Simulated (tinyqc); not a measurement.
Epitaxial growth on a vicinal surface: Burton-Cabrera-Frank step flow, step-edge barrier and island nucleation: one step, computed by the program tinyqc.

Adatoms land at rate F, hop on a square grid (a simplification for hexagonal faces), desorb, or join steps. Lengths are in units of a and n is the adatom coverage. Steps ascend at x = 0 and descend at x = l.

Task: Terrace solution. D n'' - n/tau + F = 0 with n(0) = n_eq and -l_s n'(l) = n(l) - n_eq. With u = n - F tau, A = n_eq - F tau, y = l/x_s, s = l_s/x_s: u = A cosh(x/x_s) + B sinh(x/x_s), B = A (1 - cosh y - s sinh y)/(sinh y + s cosh y). Flux into the ascending step J+ = D B/x_s, over the descending one J- = -(D/x_s)(A sinh y + B cosh y); step velocity J+ + J-; growth rate (J+ + J-)/l. For small y: J+ + J- = (F - n_eq/tau) l, J-/J+ = l/(l + 2 l_s). The coverage peaks where n' = 0, tanh(x/x_s) = -B/A.

Inputs (values chosen for the exercise, close to those used for Si(111)):
```
quantity                                    value      unit
deposition rate F                            0.39  layers/s
temperature T                                 690         C
critical nucleus size i                         3         -
binding energy of the critical nucleus E_i   0.51        eV
```

D = 754846.4 a^2/s

lifetime tau = 18766.55 s

diffusion length x_s = 119020.4 a

equilibrium coverage n_eq = 1.378760e-06

terrace width l = 156.1694 a

Schwoebel length l_s = 0 a

Give: J+; J-; growth rate; peak coverage; position of the peak.

Result:

J+ = 30.453 atoms per step site and s

J- = 30.453 atoms per step site and s

growth rate = 0.39000 layers/s

peak coverage = 0.0015765

position of the peak = 78.085 a

Caution: twice the distance from the ascending step to the coverage peak exceeds the expected island spacing [0.25 (F/D)^(i/(i+2)) exp(E_i/((i+2) k_B T))]^(-1/2) by 40 % or more, so islands nucleate and the step-flow values are formal.
